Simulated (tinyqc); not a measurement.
Size effects in the resistivity of thin metal films and interconnect lines: one step, computed by the program tinyqc. Command: `OMP_NUM_THREADS=1 python tinyqc.py 3020576 3020577 out.jsonl size walk`. One thread of a shared host (Intel(R) Xeon(R) Processor @ 2.30GHz), about 0.01 s of CPU time with the checks.

Electrons lose their drift at surfaces (a share 1 - p of the hits) and at grain boundaries (reflection R), besides bulk scattering. The line sits in a trench with a non-conducting liner on both walls and the bottom; the spacing equals the drawn width.

Problem. Resistance and delay. Total: rho = rho_b [1 + surface excess + grain excess]; resistance per length rho/(w_m h_m); capacitance per length C = 2 k eps_0 (aspect ratio + 1/2), a parallel-plate estimate for two neighbours plus a fixed term for the planes above and below; delay 0.38 R C L^2; effective resistivity per drawn area.

Inputs (values chosen for the exercise, modelled on copper):
```
quantity                          value         unit
bulk resistivity rho_b             1.66  microohm cm
aspect ratio (height over width)    2.8            -
line length                          24   micrometre
permittivity of the dielectric k    3.7            -
```

Geometry: line.

rho/rho_b from surfaces = 1.106118

rho/rho_b from grains = 2.403845

metal width w_m = 52.2 nm

metal height h_m = 150.3 nm

share of the trench filled by metal = 96.09127 %

Constants: eps_0 = 8.8541878128e-12 F/m.

Give: resistivity rho; resistance per length; capacitance per length; RC delay; effective resistivity per drawn area.

Solution.

resistivity rho = 4.167 microohm cm

resistance per length = 5.311 ohm/micrometre

capacitance per length = 0.2162 fF/micrometre

RC delay = 0.2513 ps

effective resistivity per drawn area = 4.336 microohm cm

Of the factor 2.61 over bulk, scattering gives 2.51 and the liner 1.04; within scattering, grain boundaries outweigh surfaces (1.40 against 0.11, grains first).
